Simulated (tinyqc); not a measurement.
# Metal-interlayer-semiconductor contact, depinning against tunnelling resistance: what changes with what

Zero bias, n-type semiconductor. Gap states at the semiconductor surface thin out as exp(-be ti), which unpins the barrier; electrons must then cross the interlayer (a rectangular barrier, no voltage drop across it) and the parabolic depleted layer, both by WKB. Energies E are counted from the Fermi level; no image force, parabolic bands.

Inputs (values chosen for the exercise); semiconductor values close to those of gallium nitride; interlayer mass of the order of that in titanium dioxide, offset chosen freely:
```
symbol,value,unit,meaning
T,300,K,temperature
Eg,3.5,eV,band gap
eps_r,9.44,,relative permittivity
chi,3.99,eV,electron affinity
Nc,2.3e18,cm^-3,conduction-band density of states at T
mt,0.199,m0,tunnelling mass in the semiconductor
mA,0.192,m0,Richardson mass
Nd,1.1e20,cm^-3,donor density
E0,2.2,eV,charge-neutrality level above the valence band
S0,0.58,,pinning factor without interlayer
phiM,4.24,eV,metal work function
ti,1.5,nm,interlayer thickness
dE,0.06,eV,conduction-band offset of the interlayer above the semiconductor
mi,0.31,m0,tunnelling mass in the interlayer
be,4.2,1/nm,decay constant of gap states through the interlayer
```

Constants: q = 1.602176634e-19 C, kB = 1.380649e-23 J/K, eps0 = 8.8541878128e-12 F/m, hbar = 1.054571817e-34 J s, h = 6.62607015e-34 J s, m0 = 9.1093837015e-31 kg, Vt = kB T/q, hbar^2/(2 m0) = 0.0380998212 eV nm^2. Results are converted to the units shown.

Each table varies one quantity; the others keep the values above.

## Contact resistivity against the interlayer thickness

S = 1/(1 + (1/S0 - 1) exp(-be ti)); phiB = S (phiM - chi) + (1 - S)(Eg - E0); xi = Ec - EF deep inside, from Nd = Nc F(-xi/Vt), F(x) = (2/sqrt(pi)) int_0^infinity sqrt(u) du/(1 + exp(u - x)); band bending U = phiB - xi; E00 = (hbar/2) sqrt(Nd/(eps0 eps_r mt m0)) in volts; A = 4 pi q mA m0 kB^2/h^3. With U = phiB - xi: for xi < E < phiB, y = (E - xi)/U and G1 = (U/E00) [sqrt(1 - y) - y ln((1 + sqrt(1 - y))/sqrt(y))], G1 = 0 above phiB; G2 = 2 ti sqrt(mi max(phiB + dE - E, 0)/C), C = hbar^2/(2 m0); f = 1/(1 + exp(E/Vt)); 1/rho_c = (A T^2/Vt^2) times the integral of exp(-G1 - G2) f over E from xi upwards. Shares under 0.001 % are printed as 0; rows without band bending are left out.

The same in every row: E00/Vt = 5.50.

Result of one run:
```
ti (nm)      S  phiB (eV)  rho_c (ohm cm^2)  rho_c with G2 = 0 (ohm cm^2)  peak of the integrand (eV)  share above phiB (%)
1.6      0.999      0.251           1.27e-6                       4.84e-9                     -0.0168                 0.165
```

What becomes of these results when the interlayer thickness ti is changed from 1.6 to 1 nm, all else the same?

Result of the changed run:
```
ti (nm)      S  phiB (eV)  rho_c (ohm cm^2)  rho_c with G2 = 0 (ohm cm^2)  peak of the integrand (eV)  share above phiB (%)
1        0.989      0.261           1.83e-7                       5.10e-9                     -0.0260                0.0243
```

The whole series:
```
ti (nm)      S  phiB (eV)  rho_c (ohm cm^2)  rho_c with G2 = 0 (ohm cm^2)  peak of the integrand (eV)  share above phiB (%)
0        0.580      0.691           5.55e-8                       5.55e-8                     -0.0349                     0
0.2      0.762      0.500           4.61e-8                       1.85e-8                     -0.0353                     0
0.4      0.881      0.375           4.77e-8                       9.27e-9                     -0.0344                     0
0.6      0.945      0.308           6.40e-8                       6.49e-9                     -0.0322               0.00196
0.8      0.975      0.276           1.03e-7                       5.49e-9                     -0.0292               0.00915
1        0.989      0.261           1.83e-7                       5.10e-9                     -0.0260                0.0243
1.2      0.995      0.255           3.44e-7                       4.94e-9                     -0.0229                0.0501
1.4      0.998      0.252           6.60e-7                       4.87e-9                     -0.0198                0.0929
1.6      0.999      0.251           1.27e-6                       4.84e-9                     -0.0168                 0.165
```

As ti goes from 0 to 1.6, phiB falls from 0.691 to 0.251 eV and rho_c goes from 5.55e-8 through a minimum of 4.61e-8 (at ti = 0.2 among the rows listed) to 1.27e-6 ohm cm^2. At ti = 0.2 nm rho_c is 1.21 times lower than without interlayer: up to there the falling barrier gains more than tunnelling through the layer costs, beyond it the layer dominates. The ratio of rho_c to its value with G2 = 0 runs from 1.00 to 263.

## Contact resistivity against the conduction-band offset of the interlayer above the semiconductor

Same model as above.

The same in every row: S = 0.999; phiB (eV) = 0.251; E00/Vt = 5.50; rho_c with G2 = 0 (ohm cm^2) = 4.85e-9.

Results:
```
dE (eV)  rho_c (ohm cm^2)  peak of the integrand (eV)  share above phiB (%)
0                 5.73e-7                     -0.0159                 0.275
0.5               1.16e-5                     -0.0263                0.0157
1.5               5.25e-4                     -0.0319               0.00779
2                 0.00233                     -0.0333               0.00674
2.5               0.00885                     -0.0343               0.00608
3                  0.0300                     -0.0351               0.00563
```

Estimate the missing row, dE = 1 eV.

Computed row:
```
dE (eV)  rho_c (ohm cm^2)  peak of the integrand (eV)  share above phiB (%)
1                 9.45e-5                     -0.0299               0.00983
```

With this row back in the table: As dE goes from 0 to 3, phiB stays at 0.251 eV and rho_c rises from 5.73e-7 to 0.0300 ohm cm^2. The ratio of rho_c to its value with G2 = 0 runs from 118 to 6.18e6.

Range of the model: The depletion charge would drop about 0.19 V across such an interlayer (eps_r near 40) at ti = 1.5 nm and Nd = 1.1e20 cm^-3, against a band bending of 0.66 V; this model leaves that drop out.

Computed by the program tinyqc: `OMP_NUM_THREADS=1 python tinyqc.py 2270027 2270028 out.jsonl`, one thread of a shared Intel Xeon 2.30GHz, about 0.02 s for the whole run.
